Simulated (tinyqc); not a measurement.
Inside a calculation. Method: RKS/BLYP in the 6-31g basis, for H2, spin multiplicity 1. One step of it, computed by the program tinyqc.

Problem. Iteration 2: diagonalisation and new density. Diagonalise F' = X^T F X, C = X C', fill 1 alpha and 1 beta electrons from the bottom; D = 2 C_occ C_occ^T. Each column has its largest component positive (the first on a tie).

extrapolated F (hartree), order 1H 1s, 1H 2s, 2H 1s, 2H 2s:
```
[[-0.017539, -0.340324, -0.351693, -0.315705],
 [-0.340324, -0.205445, -0.315705, -0.221130],
 [-0.351693, -0.315705, -0.017539, -0.340324],
 [-0.315705, -0.221130, -0.340324, -0.205445]]
```

X, order 1H 1s, 1H 2s, 2H 1s, 2H 2s:
```
[[1.290722, -0.501031, -0.187693, 0.073161],
 [-0.501031, 1.975795, 0.073161, -1.021329],
 [-0.187693, 0.073161, 1.290722, -0.501031],
 [0.073161, -1.021329, -0.501031, 1.975795]]
```

Give: F' = X^T F X; orbital energies; coefficients C; D after iteration 2.

Solution.

F' = X^T F X (hartree):
```
[[0.4346, -0.4451, -0.3427, -0.0172],
 [-0.4451, 0.2077, -0.0172, -0.1281],
 [-0.3427, -0.0172, 0.4346, -0.4451],
 [-0.0172, -0.1281, -0.4451, 0.2077]]
```

orbital energies (hartree): [-0.3766, 0.0751, 0.5481, 1.0380]

coefficients C, order 1H 1s, 1H 2s, 2H 1s, 2H 2s:
```
[[0.3325, 0.1972, 0.7677, -1.1040],
 [0.2679, 1.5986, -0.6894, 1.4494],
 [0.3325, -0.1972, 0.7677, 1.1040],
 [0.2679, -1.5986, -0.6894, -1.4494]]
```

D after iteration 2, order 1H 1s, 1H 2s, 2H 1s, 2H 2s:
```
[[0.2211, 0.1781, 0.2211, 0.1781],
 [0.1781, 0.1435, 0.1781, 0.1435],
 [0.2211, 0.1781, 0.2211, 0.1781],
 [0.1781, 0.1435, 0.1781, 0.1435]]
```
